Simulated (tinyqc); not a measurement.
Capacitance measurement on a leaky thin oxide: effects of series resistance and leakage: one step of the calculation.

The device is a capacitance C in parallel with a leakage conductance G, in series with Rs and Ls. An impedance meter reports either a parallel pair (Cp, Gp) from Y = 1/Z = Gp + i w Cp or a series pair (Cs, Rm) from Z = Rm + 1/(i w Cs); w = 2 pi f, dissipation D = Gp/(w |Cp|).

Question. True capacitance and conductance. EOT = 3.9 tox/eox; CET = EOT + zc + zp; C = 3.9 eps0 A/CET; G = Jg A/Vs.

Inputs (values chosen for the exercise); values of the order met in thin-oxide MOS capacitors:
```
symbol,value,unit,meaning
eox,3.9,,relative permittivity of the gate insulator (close to silicon dioxide)
tox,3.6,nm,insulator thickness
A,100,um^2,gate area
zc,0.36,nm,oxide-equivalent thickness added by the accumulation layer
zp,0,nm,oxide-equivalent thickness added by gate depletion
Jg,0.00045,A/cm^2,"gate leakage current density, not matched to the thickness"
Vs,0.17,V,voltage for an e-fold rise of the leakage
```

Constants: eps0 = 8.8541878128e-14 F/cm where lengths are in cm. Results are converted to the units shown.

Find: EOT; CET; C; G.

Answer.

EOT = 3.600 nm
CET = 3.960 nm
C = 0.8720 pF
G = 0.002647 uS

Program tinyqc, `OMP_NUM_THREADS=1 python tinyqc.py 2022078 2022079 out.jsonl`; Intel Xeon 2.30GHz, shared host, one thread, about 0.01 s.
